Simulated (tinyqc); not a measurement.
# Worked calculation: strained Delta valleys, repopulation and conductivity mass

Numbers from tinyqc (`OMP_NUM_THREADS=1 python tinyqc.py 2530111 2530112 out.jsonl`; about 0.01 s on one thread of a shared Intel Xeon 2.30GHz). Printed values are rounded.

A cubic crystal with three pairs of conduction valleys along x, y and z under uniaxial stress X along [110] (X > 0 is tension); current along [-110]. Non-degenerate electrons, fixed total density, one relaxation time for all valleys and stresses, masses unchanged by strain, so the mobility goes as the mean inverse mass.

Parameters, values chosen for the exercise; values close to those of silicon: temperature T = 300 K; compliance s11 = 7.73 1/TPa; compliance s12 = -2.2 1/TPa; compliance s44 = 12.9 1/TPa; shear deformation potential Xu = 8.73 eV; longitudinal mass ml = 0.881 m0; transverse mass mt = 0.186 m0; uniaxial stress (tension positive) X = 1000 MPa.

Constants: q = 1.602176634e-19 C, kB = 1.380649e-23 J/K, Vt = kB T/q. Results are converted to the units shown.

Range of the model: Shear strain also changes the transverse masses of these valleys, which is left out.

## Strain tensor

Stress s_ij = X a_i a_j with a the unit vector along [110]; strain e_ii = s11 s_ii + s12 (s_jj + s_kk), e_ij = s44 s_ij/2.

strain (%):
```
          x         y          z
x  0.276500  0.322500   0.000000
y  0.322500  0.276500   0.000000
z  0.000000  0.000000  -0.220000
```

## Valley shifts and shares

Valley shift dE = Xu (n.e.n - trace(e)/3) with n the valley axis; share f proportional to exp(-dE/Vt).

```
valley  dE (meV)   share f
x        14.4482  0.136100
y        14.4482  0.136100
z       -28.8963  0.727800
```

The splitting is 43.3 meV, 1.7 Vt.

## Conductivity mass and mobility

Inverse mass along the current d = [-110]: (n.d)^2/ml + (1 - (n.d)^2)/mt; mu/mu0 = sum f (1/m) over the plain mean of 1/m.

1/m along d, valley x to z (1/m0): 3.25571  3.25571  5.37634
conductivity mass = 0.208372 m0
unstrained value = 0.252360 m0
mu/mu0 = 1.21110

The possible range, all electrons in one kind of valley, is 0.822 to 1.36.
